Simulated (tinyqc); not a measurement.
MOS inversion layer, Poisson-Schroedinger loop: mixing schemes compared.

Electrons confined at an insulator interface at z = 0, treated as a hard wall; parabolic valleys, Hartree approximation, no image or exchange terms. The depletion charge lies far deeper than the electrons and gives a uniform field q Nd/(eps0 eps_r); the gate balances all charge. Energies are counted from the band edge at the interface.

V0 = q Nd z/(eps0 eps_r) in eV.

Tridiagonal Hamiltonian with psi = 0 one step beyond both ends: H_ii = C (1/m_(i-1/2) + 1/m_(i+1/2))/hz^2 + V0_i + U_i (+ dE for the set B), H_(i,i+1) = -C/(m_(i+1/2) hz^2), C = hbar^2/(2 m0). The lowest 2 level(s) of each valley set are kept, normalised to hz sum |psi|^2 = 1. The mass is the same on all intervals.

Level k holds N_k = D_k Vt ln(1 + exp((EF - E_k)/Vt)) with D = md1 m0 q/(pi hbar^2) for the set A, D = 3 md2 m0 q/(pi hbar^2) for the set B per eV (spin included); EF is fixed by sum N_k = Ns.

n_i = sum_k N_k |psi_k|^2 (converted to cm^-3). Hartree part by Gauss: on the interval before node i the electrons still beyond are S_i = Ns - hz sum_(j<i) n_j, and U_i = U_(i-1) + q S_i hz/(eps0 eps_r) in eV, U_0 = 0 at the interface. Mixing: U(new) = U + a (U(out) - U).

Rounds from U = 0 until the largest |U(out) - U| is below 1e-7 eV (the round that meets it is counted). Anderson mixing of depth m keeps the last m inputs V and residuals F = V(out) - V(in), fits c by least squares to F = dF c over their successive differences dF, dV, and sets V(new) = V + a F - (dV + a dF) c.

Parameters, values chosen for the exercise; masses and permittivity close to those of germanium (111): temperature T = 300 K; relative permittivity eps_r = 15.9; mass along z of valley set A (1 valley(s)) mz1 = 1.57 m0; in-plane density-of-states mass of set A md1 = 0.0834 m0; mass along z of valley set B (3 valley(s)) mz2 = 0.0937 m0; in-plane density-of-states mass of set B md2 = 0.343 m0; sheet density of electrons Ns = 1.7e12 cm^-2; sheet density of depletion charge Nd = 2.3e12 cm^-2; extra shift of set B (strain) dE = 0 eV; mesh step hz = 1.1 nm.

Constants: q = 1.602176634e-19 C, kB = 1.380649e-23 J/K, hbar = 1.054571817e-34 J s, m0 = 9.1093837015e-31 kg, Vt = kB T/q, eps0 = 8.8541878128e-14 F/cm where lengths are in cm, hbar^2/(2 m0) = 0.0380998212 eV nm^2. Results are converted to the units shown.

z, node 1 to 15 (nm): 1.1  2.2  3.3  4.4  5.5  6.6  7.7  8.8  9.9  11  12.1  13.2  14.3  15.4  16.5

Rounds needed:
```
a	depth m	rounds
1	plain	10
0.8	plain	9
0.6	plain	15
0.4	plain	26
0.2	plain	57
0.1	plain	119
0.5	2	10
0.5	4	7
0.5	8	7
```

Among the plain runs a = 0.8 is fastest, with 9 rounds; larger factors overshoot and smaller ones creep. Anderson mixing needs 7 to 10 rounds.

Program tinyqc, `OMP_NUM_THREADS=1 python tinyqc.py 2160049 2160050 out.jsonl`; Intel Xeon 2.30GHz, shared host, one thread, about 0.9 s.
